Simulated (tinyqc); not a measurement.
Worked calculation: empirical pseudopotential in a few plane waves. One step of it, computed by the program tinyqc.

Problem. Levels at k. Diagonalise the Hermitian matrix.

H(k) at k (eV), lower triangle:
```
           +0+0+0     -1-1-1     -1-1+1     -1+1-1     -1+1+1     +1-1-1     +1-1+1     +1+1-1
+0+0+0   1.440592
-1-1-1   2.126170  13.133568
-1-1+1  -2.126170   0.000000  15.152500
-1+1-1  -2.126170   0.000000   0.204085   6.235553
-1+1+1  -2.126170  -0.204085   0.000000   0.000000   8.254485
+1-1-1  -2.126170   0.000000   0.204085   0.204085   0.000000  19.863339
+1-1+1  -2.126170  -0.204085   0.000000   0.000000   0.204085   0.000000  21.882270
+1+1-1  -2.126170  -0.204085   0.000000   0.000000   0.204085   0.000000   0.204085  12.965324
+1+1+1   2.126170   0.000000  -0.204085  -0.204085   0.000000  -0.204085   0.000000   0.000000
-2+0+0   0.000000  -2.126170  -2.126170  -2.126170   2.126170   0.375206  -0.375206  -0.375206
+0-2+0   0.000000  -2.126170  -2.126170   0.375206  -0.375206  -2.126170   2.126170  -0.375206
+0+0-2   0.000000  -2.126170   0.375206  -2.126170  -0.375206  -2.126170  -0.375206   2.126170
+0+0+2   0.000000  -0.375206   2.126170  -0.375206  -2.126170  -0.375206  -2.126170   0.375206
+0+2+0   0.000000  -0.375206  -0.375206   2.126170  -2.126170  -0.375206   0.375206  -2.126170
+2+0+0   0.000000  -0.375206  -0.375206  -0.375206   0.375206   2.126170  -2.126170  -2.126170

           +1+1+1     -2+0+0     +0-2+0     +0+0-2     +0+0+2     +0+2+0     +2+0+0
+1+1+1  14.984255
-2+0+0  -0.375206  11.535248
+0-2+0  -0.375206   0.204085  25.163034
+0+0-2  -0.375206   0.204085   0.204085  16.246087
+0+0+2  -2.126170  -0.204085  -0.204085   0.000000  20.283950
+0+2+0  -2.126170  -0.204085   0.000000  -0.204085   0.204085  11.367004
+2+0+0  -2.126170   0.000000  -0.204085  -0.204085   0.204085   0.204085  24.994789
```

Give: eigenvalues.

Solution.

eigenvalues (eV): -1.151  4.111  7.250  8.481  11.272  13.227  13.618  14.762  15.717  18.156  19.117  20.843  23.491  26.021  28.588
